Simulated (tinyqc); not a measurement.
Composition and strain of an epitaxial Si(1-x)Ge(x) layer from Raman and X-ray peaks: one step, computed by the program tinyqc. Command: `OMP_NUM_THREADS=1 python tinyqc.py 3031640 3031641 out.jsonl epiraman walk`. One thread of a shared host (Intel(R) Xeon(R) Processor @ 2.30GHz), about 0.01 s of CPU time with the checks.

A (001) layer, biaxially strained in the plane. The Raman peaks follow empirical lines omega = w0 + c1 x + c3 x^3 + b eps (c3 for Si-Ge alone), with eps the in-plane strain.

Task: Lattice constants and strain. Relaxed lattice constant a(x) = a_Si + (a_Ge - a_Si) x - B x (1 - x). In-plane constant a_par = a_sub + R (a(x) - a_sub); eps = a_par/a(x) - 1; eps_perp = -(2 C12/C11) eps with 2 C12/C11 linear in x; a_perp = a(x) (1 + eps_perp).

Inputs (values chosen for the exercise, modelled on silicon-germanium):
```
quantity                value      unit
Ge fraction x             0.6         -
degree of relaxation R      0         -
lattice constant of Si  5.431  angstrom
lattice constant of Ge  5.658  angstrom
bowing B                0.026  angstrom
2 C12/C11 of Si         0.773         -
2 C12/C11 of Ge         0.754         -
```

Substrate: germanium.

Give: relaxed constant a(x); substrate constant a_sub; a_par; in-plane strain eps; strain along the normal; a_perp.

Result:

relaxed constant a(x) = 5.56096 angstrom

substrate constant a_sub = 5.658 angstrom

a_par = 5.658 angstrom

in-plane strain eps = 17.45 per mille

strain along the normal = -13.29 per mille

a_perp = 5.487 angstrom

The layer is under tension in the plane and is shortened along the normal.
